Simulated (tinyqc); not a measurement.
Worked calculation: Wannier exciton and Elliott formula. Values are carried at full precision from step to step, so a last printed digit may differ when a step is redone from the rounded ones.

Constants: Ry = 13.60569312 eV; a0 (Bohr radius) = 0.5291772105 angstrom; hbar^2/2m0 = 3.80998211 eV angstrom^2; kB = 8.617333262e-05 eV/K; e/hbar = 1.519267448e-05 1/(T angstrom^2); muB = 5.788381798e-05 eV/T.

Parameters, chosen for this exercise (near those of Ge at its direct gap; not measured data): me = 0.037 m0 (electron mass); mh = 0.128 m0 (hole mass); eps = 15.9 (dielectric constant); Eg = 0.88 eV (gap); N = 0.031 x 1e16/cm^3 (density of pairs); T = 150 K (temperature); B = 0.3 T (magnetic field).

## Exciton units

1/mu = 1/me + 1/mh, Ry* = Ry mu/eps^2, a* = a0 eps/mu.

mu = 0.02870 m0
Ry* = 1.545 meV
a* = 293.14 angstrom

## Hydrogen-like series

Binding Ry*/n^2 in three dimensions and Ry*/(n - 1/2)^2 in two; strengths relative to n = 1 go as 1/n^3 and (1/2)^3/(n - 1/2)^3. Lines at Eg less the binding.

Series:
```
n,3D binding (meV),3D line (eV),3D strength,2D binding (meV),2D line (eV),2D strength
1,1.54,0.8785,1.0000,6.18,0.8738,1.0000
2,0.39,0.8796,0.1250,0.69,0.8793,0.0370
3,0.17,0.8798,0.0370,0.25,0.8798,0.0080
4,0.10,0.8799,0.0156,0.13,0.8799,0.0029
```

## Free pairs and excitons

Saha balance n^2/n_x = K = (mu kB T/(4 pi c))^(3/2) exp(-Ry*/kB T) with n + n_x = N, 1s excitons only, equal spin counts for excitons and free pairs; free share f = 2/(1 + sqrt(1 + 4N/K)); c = hbar^2/2m0, Ry* = Ry mu/eps^2, 1/mu = 1/me + 1/mh, 1/angstrom^3 = 1e24/cm^3.

Give K and f.

K = 1.914 x 1e16/cm^3
free share = 0.9843

N a*^3 = 0.0078, below the Mott range of about 0.01 to 0.02.

## Diamagnetic shift

For the 1s state dE = (e B)^2 <x^2 + y^2>/(8 mu m0) = c ((e/hbar) B)^2 a*^2/(2 mu), c = hbar^2/2m0; it holds while gamma = muB B/(mu Ry*) is small.

dE = 0.1185 meV
gamma = 0.392

gamma is not small, so the true shift falls below this value and turns linear in B.

## Checks

- 1s binding from the radial equation by finite differences against Ry*, meV: both 1.54.

Computed by tinyqc, a small Python program: `OMP_NUM_THREADS=1 python tinyqc.py 1280090 1280091 out.jsonl` (the numbers bound the seed that draws the inputs); one thread of a shared host (Intel(R) Xeon(R) Processor @ 2.30GHz), about 0.01 s for the whole set of steps.
